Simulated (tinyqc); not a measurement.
Two regimes over temperature: microkinetic model of low-temperature epitaxy from hydride gases: adsorption, hydrogen desorption and rate control. Computed by tinyqc, a small Python program. Command: `OMP_NUM_THREADS=1 python tinyqc.py 3003207 3003208 out.jsonl hepi walk`. One thread of a shared host (Intel(R) Xeon(R) Processor @ 2.30GHz), about 0.01 s of CPU time with the checks.

Each hydride molecule needs two free sites and leaves four hydrogen atoms, of which two leave at once as H2; theta is the hydrogen coverage, the site density is 6.78 per nm^2 and one layer is 1.358 angstrom thick.

Inputs (values chosen for the exercise, close to those used for silane and germane on Si(001)):
```
quantity                                           value  unit
silane pressure p_S                                 0.15    Pa
sticking prefactor of silane s0                    0.083     -
adsorption barrier E_s                              0.29    eV
desorption prefactor nu_d                          8e+12   1/s
desorption energy on silicon E_d                    1.96    eV
hydrogen carrier pressure p_H                          0    Pa
sticking of hydrogen s_H                         1.7e-07     -
germane pressure p_G                              0.0026    Pa
sticking ratio of germane to silane r_G              1.7     -
lowering of E_d per unit germanium fraction, dE     0.32    eV
```

Film: silicon-germanium. Order of hydrogen desorption: first.

Constants: k_B = 8.617333262e-05 eV/K; u = 1.6605390666e-27 kg; k_B = 1.380649e-23 J/K.

Method:
- Flux per site F = p/(sqrt(2 pi M k_B T) x 6.78e18 per m^2), M = 32.12 u (silane), 76.63 u (germane), 2.016 u (hydrogen); s = s0 exp(-E_s/(k_B T)); k_S = s F_S, k_G = r_G s F_G; germanium fraction x = k_G/(k_S + k_G); k = k_S + k_G; k_H = s_H F_H; k_d = nu_d exp(-(E_d - dE x)/(k_B T)).
- With k the hydride and k_H the hydrogen adsorption rate on free pairs and k_d the desorption rate, steady state: 2 (k + k_H)(1 - theta)^2 = k_d theta; growth rate R = k (1 - theta)^2 layers/s; 1 layer/s = 8.148 nm/min.
- Temperatures in kelvin are T(C) + 273.15.
- Limits: desorption-limited R = k_d k/(2 (k + k_H)), adsorption-limited R = k.

Growth:
```
T (C)       theta  G (nm/min)  desorption limit (nm/min)  adsorption limit (nm/min)
400    8.1591e-01       0.062                 7.6510e-02                      1.842
450    5.7563e-01       0.452                 7.8564e-01                      2.511
500    2.8278e-01       1.688                 5.9690e+00                      3.281
550    9.5591e-02       3.388                 3.5448e+01                      4.143
600    2.7979e-02       4.803                 1.7166e+02                      5.083
650    8.5453e-03       5.988                 7.0070e+02                      6.091
700    2.8739e-03       7.114                 2.4753e+03                      7.155
750    1.0667e-03       8.245                 7.7296e+03                      8.263
800    4.3285e-04       9.396                 2.1707e+04                      9.404
850    1.9001e-04      10.565                 5.5605e+04                     10.569
```

What does the comparison show, and why?

The apparent activation energy of G is 1.66 eV between the first rows and 0.24 eV between the last; full hydrogen cover gives a value near the desorption energy (plus E_s where k_H far exceeds k), a bare surface one near E_s less k_B T/2 from the flux. The coverage passes one half between 450 and 500 C, the knee of the Arrhenius plot.

Extremes, crossings and ranges named in words are read from the listed rows.
